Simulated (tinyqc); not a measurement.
Regular and subregular solution with a miscibility gap. Changing the temperature T. Computed by tinyqc, a small Python program. Command: `OMP_NUM_THREADS=1 python tinyqc.py 3016387 3016388 out.jsonl regsol sweep`. One thread of a shared host (Intel(R) Xeon(R) Processor @ 2.30GHz), about 0.01 s of CPU time with the checks.

Per mole of mixing sites: G(x) = x (1 - x) [L0 + L1 (1 - 2x)] + R T [x ln x + (1 - x) ln(1 - x)], x the fraction of B.

Inputs (values chosen for the exercise, for a model alloy): interaction L0 = 37.4 kJ/mol; size misfit eta = d ln a/dx = 0.037; asymmetry L1 = -1.7 kJ/mol; overall fraction x0 = 0.63; start value s0 = 0.02.

Source of L0: given.

Constants: R = 8.314462618 J/(mol K).

Method:
- L0 and eta are given.
- The spinodal is G'' = 0, R T_s(x) = x (1 - x) [2 L0 + 6 L1 (1 - 2x)]; the critical point is its maximum.
- G' = L0 (1 - 2x) + L1 (1 - 6x + 6x^2) + R T ln[x/(1 - x)]; G'' = -2 L0 - 6 L1 (1 - 2x) + R T/[x (1 - x)].
- Solve G'' = 0 on each side of x_c.
- Common tangent: F1 = G'(x1) - G'(x2) = 0 and F2 = [G - x G'](x1) - [G - x G'](x2) = 0. Newton step: J = [[G''(x1), -G''(x2)], [-x1 G''(x1), x2 G''(x2)]], J dx = -F; a step that would leave 0 < x < 1 is halved until it stays inside. The start is x1 = s0, x2 = 1 - s0.
- Stop when the step is below 1e-12, or when x1 and x2 meet within 1e-5; residuals under 1e-7 are shown as 0.
- Inside the gap the B-rich phase has the fraction f = (x0 - x1)/(x2 - x1), and the gain is (1 - f) G(x1) + f G(x2) - G(x0); outside it one phase remains.

One run for each value; columns: (1) temperature T (K); (2) solubility limit x1; (3) spinodal x_s1; (4) spinodal x_s2; (5) solubility limit x2; (6) free energy of decomposition (J/mol):
```
(1)       (2)      (3)      (4)      (5)      (6)
895   0.00886  0.12685  0.90039  0.99448  -3966.1
1090  0.02250  0.15881  0.87425  0.98493  -2999.9
1290  0.04566  0.19413  0.84487  0.96780  -2107.1
1490  0.08009  0.23286  0.81204  0.94121  -1343.3
1690  0.12864  0.27650  0.77426  0.90225   -733.2
1890  0.19685  0.32802  0.72857  0.84532   -297.0
2090  0.29973  0.39569  0.66669  0.75535    -51.3
```

Over the rows, solubility limit x1 rises from 0.00886 to 0.300 (exponent d ln y / d ln x 4.7 between the first rows and 4.2 between the last); spinodal x_s1 rises from 0.127 to 0.396 (exponent d ln y / d ln x 1.1 between the first rows and 1.9 between the last); spinodal x_s2 falls from 0.900 to 0.667 (exponent d ln y / d ln x -0.15 between the first rows and -0.88 between the last). An Arrhenius slope -R d ln x1/d(1/T) gives 38.8 kJ/mol between the first rows and 69.0 between the last; in the dilute limit it tends to L0 + L1. Left out: 2290, 2480 (T is above or too near T_c).

Caution (all rows): a real alloy may melt or decompose below this critical temperature.
